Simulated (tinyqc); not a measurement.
Compensation sets the slope of the freeze-out: donors on two lattice sites with valley-orbit split states.

Each donor binds at most one electron, in any of its states. For a site s, W_s = sum over its states of g exp(E/kT), and the ionised share is 1/(1 + W_s exp(eta)), eta = (EF - Ec)/kT; n = Nc F_1/2(eta); neutrality n + NA = ND x (mean ionised share, the two sites in equal numbers); holes are neglected. Nc from N = 2 (m kB T/(4 pi c))^(3/2) with c = hbar^2/2m0, in 1/angstrom^3; times 1e24 for 1/cm^3, m = md. F_j(eta) = (1/Gamma(j + 1)) integral_0^infinity x^j dx/(1 + exp(x - eta)), which tends to exp(eta) for eta << 0.

Constants: hbar^2/2m0 = 3.80998211 eV angstrom^2; kB = 8.617333262e-05 eV/K.

Parameters, chosen for this exercise (near those of nitrogen in 4H-SiC; the results hold for these values, not for the real material): md = 0.815 m0 (density-of-states mass of the conduction band); E = (58.6, 51.1, 123.6, 75.1) meV (binding energies of h ground, h excited, k ground, k excited); g = (2, 4, 2, 4) (their degeneracies with spin); ND = 4e+17 1/cm^3 (donors, half on each site).

NA = K ND. The slope energy is -d ln(n T^(-p))/d(1/kT) between 50 and 60 K, with p = 3/4 for K = 0 and p = 3/2 otherwise.

Results:

| K | n(50 K) (1/cm^3) | n(60 K) (1/cm^3) | slope energy (meV) |
|---|---|---|---|
| 0 | 3.39e+14 | 1.16e+15 | 28.16 |
| 0.0010 | 1.94e+14 | 9.73e+14 | 34.66 |
| 0.010 | 2.81e+13 | 3.06e+14 | 54.67 |
| 0.050 | 5.19e+12 | 6.03e+13 | 56.35 |
| 0.20 | 8.65e+11 | 1.01e+13 | 56.43 |
| 0.50 | 3.55e+08 | 1.52e+10 | 90.01 |

Without acceptors the slope is 28.16 meV, against half the h-site ground-state energy, 29.30; with K = 0.05 it is 56.35 meV, against the full 58.6. The full energy (less a few meV where excited levels lie within a few kT) shows where n is far below NA, since the acceptors then hold EF near the donor level: n(60 K)/NA is 2.4 for K = 0.001 and 0.003 for K = 0.05; for K = 0.001 the sample is still in or near the uncompensated regime, where p = 3/2 is the wrong power, so that slope means little. At K = 0.5 the acceptors have taken as many electrons as there are h sites, EF sits between the two levels, and the slope is 90.0 meV against their mean of 91.1.

Run: tinyqc, `OMP_NUM_THREADS=1 python tinyqc.py 1680692 1680693 out.jsonl`; Intel(R) Xeon(R) Processor @ 2.30GHz, one thread, shared host; about 0.01 s of CPU time with all checks.
